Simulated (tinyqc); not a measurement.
Threshold for a surface state: Tamm state at the end of a one-band chain.

A half-infinite chain with site energy 0 and hopping -t, band E = -2t cos(ka); the end site has energy D. The surface Green function of the unperturbed half chain is g = (E -/+ sqrt(E^2 - 4t^2))/(2t^2), the root with |t g| <= 1 and Im g <= 0, and with the shift G = g/(1 - D g).

Inputs chosen for the exercise: t = 1.32 eV (hopping); a = 3.4 angstrom (spacing).

For |D| > t: E = D + t^2/D, weight on the end site 1 - t^2/D^2, decay length of the amplitude a/ln|D/t|; a dash: no bound state. The last column is the surface density -Im G/pi at E = 0.

Against D:
```
D/t    D (eV)   E (eV)  end weight  decay length (angstrom)  density at E = 0 (1/eV)
-3.00  -3.960  -4.4000      0.8889                     3.09                   0.0241
-2.00  -2.640  -3.3000      0.7500                     4.91                   0.0482
-1.40  -1.848  -2.7909      0.4898                    10.10                   0.0815
-1.10  -1.452  -2.6520      0.1736                    35.67                   0.1091
-0.80  -1.056        -           -                        -                   0.1470
0.50    0.660        -           -                        -                   0.1929
0.95    1.254        -           -                        -                   0.1268
1.05    1.386   2.6431      0.0930                    69.69                   0.1147
1.30    1.716   2.7314      0.4083                    12.96                   0.0896
2.50    3.300   3.8280      0.8400                     3.71                   0.0333
```

A state splits off only for |D| > t = 1.32 eV, although in the middle of an endless chain any shift binds one. Just past the threshold, at D/t = 1.05, it lies 3.1 meV outside the band and spreads over 69.7 angstrom; at D/t = -3 it holds 89 % of the end site, and the density left at the band centre has fallen to 0.10 of the clean value.

tinyqc: `OMP_NUM_THREADS=1 python tinyqc.py 1450221 1450222 out.jsonl`; about 0.01 s, one thread, shared Intel(R) Xeon(R) Processor @ 2.30GHz.
